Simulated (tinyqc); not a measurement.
p-n heterojunction, non-linear Poisson equation by Newton steps, Boltzmann statistics: effect of the conduction-band offset Ec2 - Ec1.

One dimension, material 1 (p-type) at x < 0 and material 2 (n-type) at x > 0. Band edges: Ec = -psi in material 1 and -psi + dEc in material 2, Ev = Ec - Eg. Flat quasi-Fermi levels: 0 for holes, +V for electrons. n = Nc F((EFn - Ec)/Vt), p = Nv F((Ev - EFp)/Vt), with F(eta) = exp(eta) (Boltzmann statistics); full ionisation, no interface charge, classical densities; the doping types are chosen for the exercise.

Exact first integral: on each side D^2/(2 eps0 er) = G, G = q [Vt (nI_j - nI_b) + Vt (pI_j - pI_b) - C (psi_j - psi_b)], with C = -N1 or +N2, b the neutral end of that side, and nI, pI the densities themselves. D is continuous, so er1 G1(psi_j) = er2 G2(psi_j) fixes psi_j. Ends from Nv1 F((-psi_L - Eg1)/Vt) = N1 and Nc2 F((V + psi_R - dEc)/Vt) = N2. D is counted positive when psi rises towards material 2. Depletion (Anderson) capacitance C^2 = q eps0 er1 er2 N1 N2/(2 (er1 N1 + er2 N2)(psi_R - psi_L)). -dD/dV is the change of the displacement at the interface with both quasi-Fermi levels flat; it is the terminal capacitance only while neither side holds an inversion layer. n_j and p_j are densities at the interface.

Inputs (values chosen for the exercise); band and dielectric values those of a made-up pair: temperature T = 350 K; band gap of material 1 Eg1 = 1.08 eV; relative permittivity of material 1 er1 = 11.5; conduction-band density of states of material 1 Nc1 = 2.39e19 cm^-3; valence-band density of states of material 1 Nv1 = 1.36e19 cm^-3; band gap of material 2 Eg2 = 1.04 eV; relative permittivity of material 2 er2 = 11.6; conduction-band density of states of material 2 Nc2 = 3.68e19 cm^-3; valence-band density of states of material 2 Nv2 = 3.53e19 cm^-3; acceptor density of material 1 N1 = 2.1e16 cm^-3; donor density of material 2 N2 = 7.6e15 cm^-3; bias of side 1 against side 2 V = -1.5 V.

Constants: q = 1.602176634e-19 C, kB = 1.380649e-23 J/K, Vt = kB T/q, eps0 = 8.8541878128e-14 F/cm where lengths are in cm. Results are converted to the units shown.

Effect of the conduction-band offset Ec2 - Ec1:
```
dEc (eV)	psi_R - psi_L (V)	psi_j - psi_L (V)	psi_R - psi_j (V)	D/q (cm^-2)	n_j in 1 (cm^-3)	p_j in 2 (cm^-3)	-dD/dV (nF/cm^2)	depletion C (nF/cm^2)
-0.27	1.859	0.5111	1.348	3.583e11	2.508e-8	1.160e6	15.96	15.70
-0.2	1.929	0.5299	1.399	3.652e11	4.666e-8	6.353e6	15.66	15.41
-0.12	2.009	0.5512	1.458	3.729e11	9.484e-8	4.435e7	15.33	15.10
-0.05	2.079	0.5700	1.509	3.796e11	1.764e-7	2.428e8	15.06	14.84
0.03	2.159	0.5914	1.567	3.870e11	3.586e-7	1.695e9	14.77	14.57
0.1	2.229	0.6101	1.619	3.934e11	6.670e-7	9.280e9	14.53	14.34
0.18	2.309	0.6315	1.677	4.006e11	1.356e-6	6.478e10	14.27	14.09
0.26	2.389	0.6529	1.736	4.077e11	2.756e-6	4.522e11	14.03	13.85
0.33	2.459	0.6716	1.787	4.138e11	5.127e-6	2.476e12	13.82	13.65
```

Read the table: what changes, and by how much?

As dEc goes from -0.27 to 0.33, the total bending rises from 1.86 to 2.46 V and the sheet charge D/q rises from 3.58e11 to 4.14e11 cm^-2; the share of the bending in material 1 falls from 27.5 to 27.3 %. The capacitance departs most from the depletion formula at dEc = -0.27, where it is 1.7 % above it.

Numbers from tinyqc (`OMP_NUM_THREADS=1 python tinyqc.py 2040091 2040092 out.jsonl`; about 0.04 s on one thread of a shared Intel Xeon 2.30GHz).
